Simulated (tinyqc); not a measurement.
# Thermionic-field emission through a Schottky barrier, WKB: contact resistivity against barrier height

Metal on an n-type semiconductor with one parabolic valley; V > 0 is forward bias (metal positive). Energies E are counted from the conduction edge of the neutral semiconductor, whose Fermi level lies at -xi; that of the metal lies at -xi - V. The barrier is a parabola of height Vd = phi - xi - V (depletion approximation, no image force).

Nc = 2 (2 pi me m0 kB T/h^2)^1.5 (times 1e-6 for cm^-3); Nd = Nc F12(-xi/Vt), F12(x) = (2/sqrt(pi)) int_0^infinity sqrt(u)/(1 + exp(u - x)) du; E00 = (hbar/2) sqrt(Nd/(me m0 eps0 eps_r)) in SI units (volts). For E < Vd, ln T(E) = -(Vd/E00) [sqrt(1 - y) - y ln((1 + sqrt(1 - y))/sqrt(y))], y = E/Vd; T(E) = 1 above. J = A* T (q/kB) int_0^infinity T(E) N(E) dE, N = ln[(1 + exp((-xi - E)/Vt))/(1 + exp((-xi - V - E)/Vt))], A* = 4 pi q me m0 kB^2/h^3 (times 1e-4 for A/(cm^2 K^2)). The integral is converged to the digits shown; the share over the barrier is that of E > Vd, and 0 means below 1e-6 %. The contact resistivity is rho_c = 1/(dJ/dV) at V = 0, where N becomes V f/Vt with f = 1/(1 + exp((E + xi)/Vt)).

Values chosen for this exercise; band and dielectric values those of a made-up semiconductor:
- T = 300 K (temperature)
- me = 0.0321 m0 (electron mass)
- eps_r = 12.8 (relative permittivity)
- Nd = 1.7e19 cm^-3 (donor density)

Constants: q = 1.602176634e-19 C, kB = 1.380649e-23 J/K, eps0 = 8.8541878128e-12 F/m, hbar = 1.054571817e-34 J s, h = 6.62607015e-34 J s, m0 = 9.1093837015e-31 kg, Vt = kB T/q. Results are converted to the units shown.

Contact resistivity against barrier height:
```
phi (eV)  rho_c (ohm cm^2)  thermionic Vt exp(phi/Vt)/(A* T^2) (ohm cm^2)
0.15              1.476e-8                                       2.465e-5
0.29              2.943e-8                                       0.005543
0.42              5.949e-8                                         0.8465
0.56              1.335e-7                                          190.3
0.69              2.932e-7                                        2.907e4
0.83              7.056e-7                                        6.536e6
0.96              1.633e-6                                        9.982e8
1.1               4.119e-6                                       2.245e11
```

What does the table show?

rho_c rises from 1.48e-8 to 4.12e-6 ohm cm^2; between the last two rows it grows by a factor e every 151 meV, against E00 coth(E00/Vt) = 119 meV and Vt = 25.9 meV for pure emission.

Range of the model: The depletion approximation, a parabolic band and the neglect of image-force lowering make these currents estimates at high doping.

Program tinyqc, `OMP_NUM_THREADS=1 python tinyqc.py 2640114 2640115 out.jsonl`; Intel Xeon 2.30GHz, shared host, one thread, about 0.06 s.
